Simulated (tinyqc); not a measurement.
Oxide trap near a transistor channel: two-state multiphonon kinetics, telegraph noise and bias instability. Inputs raised by 10 %, one at a time. Computed by tinyqc, a small Python program. Command: `OMP_NUM_THREADS=1 python tinyqc.py 3004218 3004219 out.jsonl oxidetrap sens`. One thread of a shared host (Intel(R) Xeon(R) Processor @ 2.30GHz), about 0.01 s of CPU time with the checks.

An n-channel device under positive gate bias. The trap is empty (state 1) or holds an electron (state 2); both states are parabolas of equal curvature, and the electron reservoir is taken at the Fermi level of the channel.

Inputs (values chosen for the exercise, with an insulator like SiO2 on silicon):
```
quantity                                  value         unit
insulator constant eps_ox                  3.92            -
insulator thickness t_ox                    4.5           nm
trap depth x from the interface             1.9           nm
tunnel barrier phi_b                       3.01           eV
tunnelling mass m_ox                       0.45          m_0
trap level above E_F at zero field E_t     0.97           eV
relaxation energy E_R                         3           eV
oxide field F                               4.6        MV/cm
attempt rate k_0 at the interface         9e+12          1/s
temperature T                               450            K
channel width W                              16           nm
channel length L                            200           nm
frequency f                                 100           Hz
stress time t_s                            0.06            s
trap density N_t                        7.9e+17  cm^-3 eV^-1
mean capture barrier mu_c                   1.2           eV
spread of the barriers s_c                 0.21           eV
saturation shift dV_max                     320           mV
```

Parts treated: one trap and an ensemble.

Constants: hbar^2/(2 m_0) = 3.80998212 eV angstrom^2; k_B = 8.617333262e-05 eV/K; eps_0 = 8.8541878128e-12 F/m; e = 1.602176634e-19 C.

Method:
- kappa = sqrt(2 m_ox phi_b)/hbar = sqrt(m_ox phi_b/(hbar^2/2m_0)); attenuation length lambda = 1/(2 kappa); factor exp(-x/lambda) for a rectangular barrier.
- E_21 = E_t - e F x is the energy of state 2 over state 1; barriers E_c = (E_R + E_21)^2/(4 E_R), E_e = E_c - E_21; tau_c = exp(E_c/k_B T)/(k_0 P), tau_e = exp(E_e/k_B T)/(k_0 P), P the tunnelling factor; occupation f_2 = tau_e/(tau_c + tau_e); 1/tau_0 = 1/tau_c + 1/tau_e.
- McWhorter number fluctuations for traps uniform in depth and energy: S_V = e^2 k_B T N_t lambda/(W L C_ox^2 f), C_ox = eps_ox eps_0/t_ox. The number of traps within k_B T in energy and one decade in time is N_t k_B T lambda ln(10) W L.
- For a normal spread of capture barriers (given for the stress field, with depth and field not resolved, k_0 being taken as the effective rate of the ensemble), traps with barrier below k_B T ln(k_0 t) are filled: dV(t) = (dV_max/2) erfc((mu_c - k_B T ln(k_0 t))/(sqrt(2) s_c)); local exponent n = d ln dV/d ln t (central difference, factor 1.01 in t).

Runs:
```
input moved                           from     to  capture time tau_c (s)  emission time tau_e (s)  shift after t_s (mV)  1/f noise S_V(f) (V^2/Hz)
base run                                 -      -              6.7855e+05               5.7073e+04                 74.87                 3.4640e-09
trap depth x from the interface (nm)   1.9   2.09              2.0780e+06               1.6646e+06                 74.87                 3.4640e-09
relaxation energy E_R (eV)               3    3.3              4.6856e+06               3.9411e+05                 74.87                 3.4640e-09
temperature T (K)                      450    495              1.0431e+05               1.0988e+04                131.27                 3.8104e-09
tunnelling mass m_ox (m_0)            0.45  0.495              2.0505e+06               1.7247e+05                 74.87                 3.3028e-09
channel width W (nm)                    16   17.6              6.7855e+05               5.7073e+04                 74.87                 3.1491e-09
mean capture barrier mu_c (eV)         1.2   1.32              6.7855e+05               5.7073e+04                 31.13                 3.4640e-09
stress time t_s (s)                   0.06  0.066              6.7855e+05               5.7073e+04                 76.61                 3.4640e-09
```

Exponents ln(y'/y) / ln(x'/x):
```
input                            capture time tau_c  emission time tau_e  shift after t_s  1/f noise S_V(f)
trap depth x from the interface              11.742               35.390            0.000               0.0
relaxation energy E_R                        20.274               20.274            0.000               0.0
temperature T                               -19.647              -17.286            5.891               1.0
tunnelling mass m_ox                         11.603               11.603            0.000              -0.5
channel width W                               0.000                0.000            0.000              -1.0
mean capture barrier mu_c                     0.000                0.000           -9.209               0.0
stress time t_s                               0.000                0.000            0.241               0.0
```

Which inputs matter most for each result?

Among the inputs moved here: capture time tau_c answers most in size to relaxation energy E_R (exponent +20.274), next to temperature T (-19.647); its exponent is below 0.0005 for channel width W, mean capture barrier mu_c, stress time t_s. Emission time tau_e answers most in size to trap depth x from the interface (exponent +35.390), next to relaxation energy E_R (+20.274); its exponent is below 0.0005 for channel width W, mean capture barrier mu_c, stress time t_s. Shift after t_s answers most in size to mean capture barrier mu_c (exponent -9.209), next to temperature T (+5.891); its exponent is below 0.0005 for trap depth x from the interface, relaxation energy E_R, tunnelling mass m_ox, channel width W. 1/f noise S_V(f) answers most in size to temperature T (exponent +1.000), and about equally to channel width W (-1.000); its exponent is below 0.0005 for trap depth x from the interface, relaxation energy E_R, mean capture barrier mu_c, stress time t_s. Its exponent +1.000 in temperature T: traps within k_B T of E_F fluctuate. Its exponent -1.000 in channel width W: noise power falls as 1/area.

Caution (all rows): N_t k_B T lambda ln(10) W L, the number of active traps per decade, is below one, so S_V is only the mean over many devices. Caution (rows trap depth x from the interface): the field lowers the tunnel barrier appreciably over the trap depth, so the rectangular barrier understates the rate.
